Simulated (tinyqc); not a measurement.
Inside a calculation: finite square well with mass mismatch (envelope functions). Values are carried at full precision from step to step, so a last printed digit may differ when a step is redone from the rounded ones.

A square well of width L and depth V0, mass mw inside and mb outside, energies from the bottom of the well, c = hbar^2/2m0. k = sqrt(mw E/c), kappa = sqrt(mb (V0 - E)/c). psi and psi'/m are continuous at the walls (BenDaniel-Duke), so level n solves k L + 2 atan[(k/mw)/(kappa/mb)] = n pi.

Constants: hbar^2/2m0 = 3.80998211 eV angstrom^2.

Values chosen for the exercise (near those of a strained Si well in SiGe; the results hold for these values, not for the real material): L = 71 angstrom (well width); V0 = 0.188 eV (barrier height); mw = 0.938 m0 (mass in the well); mb = 0.945 m0 (mass in the barrier); alpha_w = 0.55 1/eV (non-parabolicity in the well); alpha_b = 0.55 1/eV (non-parabolicity in the barrier).

## How many levels are bound

At E = V0 the arctangent equals pi/2, so level n is bound if k0 L > (n - 1) pi with k0 = sqrt(mw V0/c). Compare with the infinitely deep well, E1(hard) = c (pi/L)^2/mw.

k0 = 0.21514 1/angstrom
k0 L/pi = 4.8621
number of bound levels = 5
E1(hard) = 0.0080 eV

The count does not depend on mb. One more level binds at L = 73.0 angstrom.

## The lowest level by bisection

f(E) = k L + 2 atan[(k/mw)/(kappa/mb)] - pi rises with E. Twelve halvings of [0, V0]: keep the half in which f changes sign.

Bisection:
```
step  low (eV)  high (eV)  midpoint (eV)        k    kappa        f
1      0.00000    0.18800        0.09400  0.15213  0.15269   9.2339
2      0.00000    0.09400        0.04700  0.10757  0.18701   5.5463
3      0.00000    0.04700        0.02350  0.07606  0.20199   2.9841
4      0.00000    0.02350        0.01175  0.05378  0.20908   1.1843
5      0.00000    0.01175        0.00588  0.03803  0.21254  -0.0846
6      0.00588    0.01175        0.00881  0.04658  0.21082   0.6036
7      0.00588    0.00881        0.00734  0.04252  0.21168   0.2767
8      0.00588    0.00734        0.00661  0.04034  0.21211   0.1010
9      0.00588    0.00661        0.00624  0.03920  0.21232   0.0096
10     0.00588    0.00624        0.00606  0.03862  0.21243  -0.0372
11     0.00606    0.00624        0.00615  0.03891  0.21238  -0.0137
12     0.00615    0.00624        0.00620  0.03906  0.21235  -0.0021
```

After twelve halvings the bracket is V0/4096 = 0.046 meV wide.

## Bound levels

Solve the condition for each n (six at most). With A = cos(kL/2) for even and sin(kL/2) for odd levels, the probability in the barriers is Pb = (A^2/kappa)/(A^2/kappa + L/2 +/- sin(kL)/(2k)), + for even.

Levels:
```
n  parity  E (eV)  k (1/angstrom)  kappa (1/angstrom)      Pb
1    even  0.0062         0.03908             0.21235  0.0039
2     odd  0.0247         0.07801             0.20124  0.0162
3    even  0.0552         0.11657             0.18150  0.0396
4     odd  0.0968         0.15439             0.15038  0.0815
5    even  0.1475         0.19055             0.10025  0.1723
```

The lowest level lies at 78 % of the infinite-well value and decays into the barrier over 1/kappa = 4.7 angstrom.

## Mass in the plane and density of states

To first order in the in-plane energy, 1/m_par = (1 - Pb)/mw + Pb/mb for each subband. Each adds a step D = m_par/(2 pi c) to the density of states per area (spin included, one valley); 1/angstrom^2 = 1e16/cm^2.

Subbands:
```
n  m_par (m0)  D (1e13/(eV cm^2))
1      0.9380              39.184
2      0.9381              39.188
3      0.9383              39.195
4      0.9386              39.207
5      0.9392              39.233
```

The mass is taken as isotropic here; the valleys of Si are not, and in the plane they have mt, about 0.19 m0, so their real steps are about five times smaller.

## Levels with energy-dependent masses

Non-parabolic bands: mw is replaced by mw (1 + alpha_w E) and mb by mb (1 - alpha_b (V0 - E)), in k, kappa and the matching condition alike.

Solve the same condition with the energy-dependent masses, and list the shift from the parabolic levels that exist in both.

Levels:
```
n  E (eV)  mass inside  mass outside  shift (meV)
1  0.0063       0.9412        0.8505          0.1
2  0.0247       0.9507        0.8601          0.0
3  0.0543       0.9660        0.8755         -0.9
4  0.0935       0.9863        0.8959         -3.3
5  0.1398       1.0101        0.9200         -7.7
6  0.1857       1.0338        0.9438            -
```

Level 1 moves by +0.1 meV and level 5 by -7.7 meV. The lighter mass deep in the barrier hardens the wall for low levels; the heavier mass in the well wins higher up. The heavier mass inside raises k at E = V0, which binds further levels (1 of them among the six at most that are listed).

## Checks

- Lowest level by finite differences (200 cells across the well) against the matching condition, eV: both 0.0062.

Computed by tinyqc, a small Python program: `OMP_NUM_THREADS=1 python tinyqc.py 1282376 1282377 out.jsonl` (the numbers bound the seed that draws the inputs); one thread of a shared host (Intel(R) Xeon(R) Processor @ 2.30GHz), about 0.01 s for the whole set of steps.
